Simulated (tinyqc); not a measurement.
# An infinitely deep well in a field (quantum-confined Stark shift), Airy functions: two studies

Hard walls at x = -L/2 and +L/2; between them U(x) = -F x (eV, zero at the centre). C = hbar^2/(2 m0), e = (C F^2/m1)^(1/3), z1 = (F L/2 - E)/e at the left wall and z2 = (-F L/2 - E)/e at the right wall. Levels are the roots of D(E) = Ai(z1) Bi(z2) - Ai(z2) Bi(z1).

Parameters, values chosen for the exercise: mass m1 = 0.35 m0; well width L = 13.7 nm; field F = 0.00024 V/nm.

Constants: q = 1.602176634e-19 C, hbar = 1.054571817e-34 J s, m0 = 9.1093837015e-31 kg, hbar^2/(2 m0) = 0.0380998212 eV nm^2. Results are converted to the units shown.

Each table varies one quantity; the others keep the values above.

## The Stark shift against mass

Exact shifts E_n(F) - E_n(0) from the roots of D; <x> = -dE_1/dF. E_n(0) = C (n pi/L)^2/m1; second-order shift m1 F^2 L^4 (1 - 15/(pi n)^2)/(48 C pi^2 n^2).

Results:
columns A: m1 (m0); B: F L/E_1(0); C: shift of level 1 (meV); D: second order, 1 (meV); E: shift of level 2 (meV); F: second order, 2 (meV); G: <x> of level 1 (nm)
```
A           B          C          D         E         F        G
0.096  0.1576  -0.005610  -0.005610  0.001673  0.001673  0.04675
0.13   0.2134  -0.007596  -0.007597  0.002265  0.002265  0.06330
0.17   0.2790  -0.009933  -0.009934  0.002961  0.002962  0.08276
0.24   0.3939   -0.01402   -0.01403  0.004178  0.004182   0.1168
0.32   0.5252   -0.01869   -0.01870  0.005567  0.005576   0.1557
0.43   0.7057   -0.02510   -0.02513  0.007469  0.007493   0.2090
0.78    1.280   -0.04544   -0.04558   0.01345   0.01359   0.3774
```

Estimate the missing row, m1 = 0.58 m0.

Computed row:
columns A: m1 (m0); B: F L/E_1(0); C: shift of level 1 (meV); D: second order, 1 (meV); E: shift of level 2 (meV); F: second order, 2 (meV); G: <x> of level 1 (nm)
```
A          B         C         D        E        F       G
0.58  0.9519  -0.03383  -0.03389  0.01005  0.01011  0.2814
```

With this row back in the table: The shift of level 1 falls from -0.00561 to -0.0454 meV, as m1^(1.00) between the first two rows and m1^(1.00) between the last two (second order: power 1). Second order is within 0.01 % of it in size in the first row and 0.32 % above it in the last. The shift of level 2 rises from 0.00167 to 0.0135 meV.

## The Stark shift against well width

Same model as above.

The Stark shift against well width:
columns A: L (nm); B: F L/E_1(0); C: shift of level 1 (meV); D: second order, 1 (meV); E: shift of level 2 (meV); F: second order, 2 (meV); G: <x> of level 1 (nm)
```
A          B          C          D         E         F        G
9.3   0.1797  -0.004343  -0.004343  0.001295  0.001295  0.03619
11.1  0.3055  -0.008812  -0.008814  0.002627  0.002628  0.07342
12.8  0.4685   -0.01558   -0.01559  0.004641  0.004648   0.1298
14.5  0.6810   -0.02564   -0.02567  0.007631  0.007654   0.2135
16.2  0.9497   -0.03992   -0.03999   0.01186   0.01192   0.3321
18     1.303   -0.06075   -0.06095   0.01798   0.01818   0.5046
19.7   1.708   -0.08695   -0.08745   0.02560   0.02608   0.7205
21.4   2.189    -0.1206    -0.1218   0.03522   0.03631   0.9962
```

What does the table show?

The shift of level 1 falls from -0.00434 to -0.121 meV, as L^(4.00) between the first two rows and L^(3.96) between the last two (second order: power 4). Second order is within 0.01 % of it in size in the first row and 0.93 % above it in the last. The shift of level 2 rises from 0.00129 to 0.0352 meV.

tinyqc, about 0.02 s, one thread, Intel Xeon 2.30GHz (shared host): `OMP_NUM_THREADS=1 python tinyqc.py 2580014 2580015 out.jsonl`
